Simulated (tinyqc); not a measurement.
Landau-Devonshire theory of a uniaxial ferroelectric: one step, computed by the program tinyqc. Command: `OMP_NUM_THREADS=1 python tinyqc.py 3024386 3024387 out.jsonl ferro walk`. One thread of a shared host (Intel(R) Xeon(R) Processor @ 2.30GHz), about 0.01 s of CPU time with the checks.

G(P) = (alpha/2) P^2 + (beta*/4) P^4 + (gamma/6) P^6 - E P per volume, SI units, one domain, P along the polar axis, which is normal to the film.

Task: Spontaneous polarisation, susceptibility, coercive field. Ps^2 = [-beta* + sqrt(beta*^2 - 4 alpha gamma)]/(2 gamma). chi = 1/(eps_0 G''), G'' = alpha + 3 beta* P^2 + 5 gamma P^4 at Ps. Ps, chi and the coercive field are for perfect screening, without a depolarising field. The intrinsic coercive field is |alpha P + beta* P^3 + gamma P^5| at the P_c where G'' = 0. 1 C/m^2 = 100 microcoulomb/cm^2.

Inputs (values chosen for the exercise, for a model ferroelectric): Curie-Weiss temperature T0 = 810 K; gamma = 1.38e+10 J m^9/C^6; temperature T = 497 K.

Sample: epitaxial film.

alpha = -1.738200e+08 J m/C^2

beta* = -1.250800e+09 J m^5/C^4

Constants: eps_0 = 8.8541878128e-12 F/m.

Give: spontaneous polarisation Ps; susceptibility chi; well depth G(Ps); P_c; intrinsic coercive field.

Result:

spontaneous polarisation Ps = 40.786 microcoulomb/cm^2

susceptibility chi = 101.62

well depth G(Ps) = -12.523 MJ/m^3

P_c = 29.030 microcoulomb/cm^2

intrinsic coercive field = 52.608 MV/m

P_c/Ps = 0.712, above the 0.577 of a quartic well, as the sixth-order term matters. Real switching runs by domain nucleation at far lower fields. Caution: far below T0* the expansion with linear alpha(T) is only a fit.
